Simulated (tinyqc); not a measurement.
p-n heterojunction, non-linear Poisson equation by Newton steps, Boltzmann statistics: effect of the acceptor density of material 1.

One dimension, material 1 (p-type) at x < 0 and material 2 (n-type) at x > 0. Band edges: Ec = -psi in material 1 and -psi + dEc in material 2, Ev = Ec - Eg. Flat quasi-Fermi levels: 0 for holes, +V for electrons. n = Nc F((EFn - Ec)/Vt), p = Nv F((Ev - EFp)/Vt), with F(eta) = exp(eta) (Boltzmann statistics); full ionisation, no interface charge, classical densities; the doping types are chosen for the exercise.

Exact first integral: on each side D^2/(2 eps0 er) = G, G = q [Vt (nI_j - nI_b) + Vt (pI_j - pI_b) - C (psi_j - psi_b)], with C = -N1 or +N2, b the neutral end of that side, and nI, pI the densities themselves. D is continuous, so er1 G1(psi_j) = er2 G2(psi_j) fixes psi_j. Ends from Nv1 F((-psi_L - Eg1)/Vt) = N1 and Nc2 F((V + psi_R - dEc)/Vt) = N2. D is counted positive when psi rises towards material 2. Depletion (Anderson) capacitance C^2 = q eps0 er1 er2 N1 N2/(2 (er1 N1 + er2 N2)(psi_R - psi_L)). -dD/dV is the change of the displacement at the interface with both quasi-Fermi levels flat; it is the terminal capacitance only while neither side holds an inversion layer. n_j and p_j are densities at the interface.

Inputs (values chosen for the exercise); band and dielectric values close to those of CdS and CdTe: temperature T = 250 K; band gap of material 1 Eg1 = 2.36 eV; relative permittivity of material 1 er1 = 8.87; conduction-band density of states of material 1 Nc1 = 1.68e18 cm^-3; valence-band density of states of material 1 Nv1 = 1.35e19 cm^-3; band gap of material 2 Eg2 = 1.47 eV; relative permittivity of material 2 er2 = 10.2; conduction-band density of states of material 2 Nc2 = 5.97e17 cm^-3; valence-band density of states of material 2 Nv2 = 1.37e19 cm^-3; conduction-band offset Ec2 - Ec1 dEc = 0.09 eV; donor density of material 2 N2 = 9.5e15 cm^-3; bias of side 1 against side 2 V = 0.44 V.

Constants: q = 1.602176634e-19 C, kB = 1.380649e-23 J/K, Vt = kB T/q, eps0 = 8.8541878128e-14 F/cm where lengths are in cm. Results are converted to the units shown.

Result of one run:

| psi_R - psi_L (V) | psi_j - psi_L (V) | psi_R - psi_j (V) | D/q (cm^-2) | n_j in 1 (cm^-3) | p_j in 2 (cm^-3) | -dD/dV (nF/cm^2) | depletion C (nF/cm^2) |
|---|---|---|---|---|---|---|---|
| 1.800 | 0.9084 | 0.8918 | 6.594e11 | 1.838 | 1.406e18 | 0.3877 | 17.70 |

Which acceptor density of material 1 N1 gave this result: 5e16, 1.9e17, 1.4e18 or 2.7e18 cm^-3?

N1 = 5e16 cm^-3.

The whole series:

| N1 (cm^-3) | psi_R - psi_L (V) | psi_j - psi_L (V) | psi_R - psi_j (V) | D/q (cm^-2) | n_j in 1 (cm^-3) | p_j in 2 (cm^-3) | -dD/dV (nF/cm^2) | depletion C (nF/cm^2) |
|---|---|---|---|---|---|---|---|---|
| 2.6e16 | 1.786 | 0.9141 | 0.8720 | 4.770e11 | 4.602 | 5.617e17 | 0.6848 | 16.46 |
| 5e16 | 1.800 | 0.9084 | 0.8918 | 6.594e11 | 1.838 | 1.406e18 | 0.3877 | 17.70 |
| 9.7e16 | 1.814 | 0.9059 | 0.9086 | 9.170e11 | 0.8416 | 3.071e18 | 0.2493 | 18.45 |
| 1.9e17 | 1.829 | 0.9046 | 0.9243 | 1.283e12 | 0.4055 | 6.375e18 | 0.1688 | 18.85 |
| 3.7e17 | 1.843 | 0.9040 | 0.9393 | 1.789e12 | 0.2023 | 1.278e19 | 0.1177 | 19.03 |
| 7.1e17 | 1.857 | 0.9037 | 0.9536 | 2.478e12 | 0.1039 | 2.487e19 | 0.08384 | 19.09 |
| 1.4e18 | 1.872 | 0.9035 | 0.9684 | 3.479e12 | 0.05230 | 4.943e19 | 0.05927 | 19.09 |
| 2.7e18 | 1.886 | 0.9035 | 0.9827 | 4.832e12 | 0.02701 | 9.569e19 | 0.04252 | 19.05 |

As N1 goes from 2.6e16 to 2.7e18, the total bending rises from 1.79 to 1.89 V and the sheet charge D/q rises from 4.77e11 to 4.83e12 cm^-2; the share of the bending in material 1 falls from 51.2 to 47.9 %. The capacitance departs most from the depletion formula at N1 = 2.7e18, where it is 100 % below it, and there the holes at the interface in material 2 outnumber its donors: an inversion layer has formed, which screens D from the bias. For N1 = 1.9e17, 3.7e17, 7.1e17, 1.4e18, 2.7e18 a density at the interface exceeds 0.3 of the band density of states, which Boltzmann statistics overestimate.

tinyqc, about 0.05 s, one thread, Intel Xeon 2.30GHz (shared host): `OMP_NUM_THREADS=1 python tinyqc.py 2040102 2040103 out.jsonl`
